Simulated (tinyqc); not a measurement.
# In-plane mass from two subband densities

Inverse problem. At zero temperature each occupied subband holds N_k = D (EF - E_k), D = md m0 q/(pi hbar^2) per eV. Two subbands are occupied. Find md, EF - E1 and EF - E2.

Constants: q = 1.602176634e-19 C, hbar = 1.054571817e-34 J s, m0 = 9.1093837015e-31 kg. Results are converted to the units shown.

N1, N2 (cm^-2): 3.5912109e12  3.7e11
E2 - E1 = 37.8 meV

Answer. N1 - N2 = D (E2 - E1) gives D and so md; each N_k/D is a distance to EF.

md = 0.2040 m0
EF - E1 = 42.14 meV
EF - E2 = 4.342 meV

Numbers from tinyqc (`OMP_NUM_THREADS=1 python tinyqc.py 2140034 2140035 out.jsonl`; about 0.2 s on one thread of a shared Intel Xeon 2.30GHz).
